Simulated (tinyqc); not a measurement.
# Worked calculation: drifting, spreading and decaying minority pulse (Haynes-Shockley), explicit time steps

Computed by the program tinyqc: `OMP_NUM_THREADS=1 python tinyqc.py 2310104 2310105 out.jsonl`, one thread of a shared Intel Xeon 2.30GHz, about 0.01 s for the whole run. Printed values are rounded.

Low injection in a uniform field: dn/dt = D d2n/dx2 - v dn/dx - n/tau with D = mu Vt and v = mu F towards +x. Exact solution on an infinite bar for a Gaussian start at x0: n = N0 exp(-t/tau) exp(-(x - x0 - v t)^2/(2 s^2))/sqrt(2 pi s^2), s^2 = s0^2 + 2 D t.

Parameters, values chosen for the exercise; mobility close to that of gallium arsenide at room temperature: temperature T = 300 K; minority-carrier mobility mu = 7880 cm^2/(V s); sweep field along the drift F = 7 V/cm; mesh step hx = 66 um; lifetime tau = 1.7e-6 s; injected sheet density N0 = 6e9 cm^-2; time step dt = 3.8e-8 s; initial width (standard deviation) s0 = 67 um.

Constants: q = 1.602176634e-19 C, kB = 1.380649e-23 J/K, Vt = kB T/q. Results are converted to the units shown.

## Coefficients of the scheme

Exponentially fitted fluxes: d = F hx/Vt, B(d) = d/(exp(d) - 1), k = D dt/hx^2; (L n)_i = a n_(i-1) + b n_i + c n_(i+1) with a = k B(-d), c = k B(d), b = -a - c - dt/tau. Explicit steps keep n positive for dt up to 1/[(D/hx^2)(B(d) + B(-d)) + 1/tau].

D = 203.714 cm^2/s
v = 55160 cm/s
d = 1.78710
a = 0.381462
b = -0.467689
c = 0.0638742
positivity limit of dt = 8.12505e-8 s

dt is 0.47 times the explicit limit. On this mesh the fitted flux acts like a diffusion coefficient (d/2) coth(d/2) D = 1.25 D for a travelling pulse, before the error of the time steps.

## Initial pulse

Nodes x_i = i hx, i = 1 to 11, n = 0 at nodes 0 and 12; the Gaussian at t = 0 with x0 = 4 hx.

n at t = 0, node 1 to 11 (in units of 1e11 cm^-3): 0.04535  0.51302  2.19924  3.57262  2.19924  0.51302  0.04535  0.00152  0.00002  0.00000  0.00000

## Step 1: densities after a time step

(L n)_i = a n_(i-1) + b n_i + c n_(i+1), n = 0 beyond the ends. Explicit step: n(new) = n + L n.

n at t = 1 dt, node 1 to 11 (in units of 1e11 cm^-3): 0.05691  0.43086  1.59457  2.88114  2.56627  1.11491  0.21993  0.01811  0.00059  0.00001  0.00000

## Step 2: densities after a time step

As before.

n at t = 2 dt, node 1 to 11 (in units of 1e11 cm^-3): 0.05781  0.35291  1.19720  2.30585  2.53631  1.58646  0.54352  0.09357  0.00722  0.00023  0.00000

## Step 3: densities after a time step

As before.

n at t = 3 dt, node 1 to 11 (in units of 1e11 cm^-3): 0.05332  0.28638  0.91919  1.84612  2.33104  1.84671  0.90048  0.25761  0.03955  0.00288  0.00009

## Course in time

The same steps, now on nodes 1 to 60 (n = 0 at nodes 0 and 61), for 24 steps; centre = sum x n/sum n. Deviations are from the exact pulse, as a share of its largest value on the nodes; a run counts as stable if they stay under 100 %.

Course of the iteration:
```
step  hx sum n (cm^-2)  centre (um)  most negative n (cm^-3), 0 if none  largest deviation (% of the peak)
1            5.86298e9      285.578                                   0                               1.03
2            5.72952e9      307.147                                   0                               1.86
3            5.59902e9      328.730                                   0                               1.86
4            5.47161e9      350.314                                   0                               2.37
5            5.34734e9      371.890                                   0                               2.60
6            5.22614e9      393.456                                   0                               2.56
7            5.10793e9      415.009                                   0                               2.90
8            4.99260e9      436.550                                   0                               2.89
9            4.88007e9      458.078                                   0                               3.06
...                ...          ...                                 ...                                ...
16           4.16298e9      608.518                                   0                               3.84
17           4.06976e9      629.985                                   0                               4.04
18           3.97864e9      651.447                                   0                               4.10
19           3.88960e9      672.907                                   0                               4.09
20           3.80256e9      694.364                                   0                               4.32
21           3.71749e9      715.818                                   0                               4.46
22           3.63433e9      737.270                                   0                               4.50
23           3.55305e9      758.721                                   0                               4.53
24           3.47358e9      780.170                                   0                               4.74
```

The run is stable. After 24 steps the deviation is 4.7 % of the peak. From step 1 to the last the centre has moved at 1.03 v and the content is 1.0 % below N0 exp(-t/tau). On an endless mesh these steps would give a speed of 1.02 v and a content of 0.994 times the exact one, from dt/tau = 0.0224 alone; the rest comes from the absorbing ends.
